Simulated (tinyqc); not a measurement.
Lateral field, substrate current, probability of reaching the oxide barrier and hot-carrier lifetime of a silicon transistor (pseudo-two-dimensional and lucky-electron models): one step, computed by the program tinyqc.

Local-field models: a lucky carrier gains its energy at the peak field over a path free of collisions. Voltages are magnitudes.

Task: Peak lateral field. C_ox = 3.9 eps_0/t; F_sat = 2 v_s/mu; V_Dsat = V_ov F_sat L/(V_ov + F_sat L), V_ov = V_G - V_T; I_D/W = C_ox v_s (V_ov - V_Dsat). Scale length l = 0.22 t^(1/3) x_j^(1/2) (all in cm); F_m = sqrt(((V_D - V_Dsat)/l_e)^2 + F_sat^2), with l_e = l; length of the velocity-saturated region l_e ln((V_D - V_Dsat)/(l_e F_sat) + F_m/F_sat).

Inputs (values chosen for the exercise, modelled on a silicon p-channel):

| quantity | value | unit |
|---|---|---|
| channel length L | 830 | nm |
| oxide thickness t | 15 | nm |
| junction depth x_j | 220 | nm |
| mobility mu | 96 | cm^2/(V s) |
| saturation velocity v_s | 0.71 | 1e7 cm/s |
| threshold voltage V_T | 0.78 | V |
| gate voltage V_G | 3.2 | V |
| drain voltage V_D | 6.8 | V |
| ionisation prefactor A_i | 7.3e+06 | 1/cm |
| ionisation field B_i | 3.72 | MV/cm |
| hot-carrier mean free path lambda | 5.1 | nm |
| oxide barrier phi_b | 4.6 | eV |
| interface-trap threshold phi_it | 4.5 | eV |
| lifetime constant H | 2000 | s microampere/micrometre |

Drain: abrupt.

Constants: eps_0 = 8.8541878128e-12 F/m.

Give: scale length l; peak field F_m; velocity-saturated length; energy gained over one free path, e lambda F_m.

Result:

scale length l = 118.1 nm

peak field F_m = 430.7 kV/cm

velocity-saturated length = 204.5 nm

energy gained over one free path, e lambda F_m = 0.2197 eV
